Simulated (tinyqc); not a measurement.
The product rho l across metals: free and nearly free electrons in a metal.

Constants: hbar^2/2m0 = 3.80998211 eV angstrom^2; hbar = 6.58211957e-16 eV s.

Free electrons with m = 1; fcc cells hold 4 atoms and bcc cells 2; n = atoms z/a^3, kF = (3 pi^2 n)^(1/3), rho l = hbar kF/(n e^2), e = 1.602176634e-19 C. Inputs are chosen for the exercise.

Results:

| case | lattice | a (angstrom) | z | rho (micro-ohm cm) | kF (1/angstrom) | EF (eV) | l (nm) | rho l (1e-16 ohm m^2) |
|---|---|---|---|---|---|---|---|---|
| near Ag | fcc | 4.072 | 1 | 1.43 | 1.206 | 5.54 | 58.5 | 8.36 |
| near Ca | fcc | 5.578 | 2 | 3.69 | 1.109 | 4.69 | 26.8 | 9.89 |
| near Li | bcc | 3.506 | 1 | 9.82 | 1.112 | 4.71 | 10.0 | 9.84 |
| near Cu | fcc | 3.579 | 1 | 1.74 | 1.372 | 7.17 | 37.1 | 6.46 |
| near Na | bcc | 4.235 | 1 | 4.91 | 0.920 | 3.23 | 29.2 | 14.36 |
| near Al | fcc | 4.082 | 3 | 2.58 | 1.735 | 11.47 | 15.7 | 4.04 |

What can be read from this table?

rho l falls as n^(-2/3): it is lowest for the case near Al and highest for near Na. The lowest bulk rho belongs to near Ag; in very narrow wires, where rho l rules, the order changes. Real Fermi surfaces depart from spheres, most for the polyvalent and noble metals.

Program tinyqc; command `OMP_NUM_THREADS=1 python tinyqc.py 1650969 1650970 out.jsonl`; about 0.01 s on one thread of a shared Intel(R) Xeon(R) Processor @ 2.30GHz.
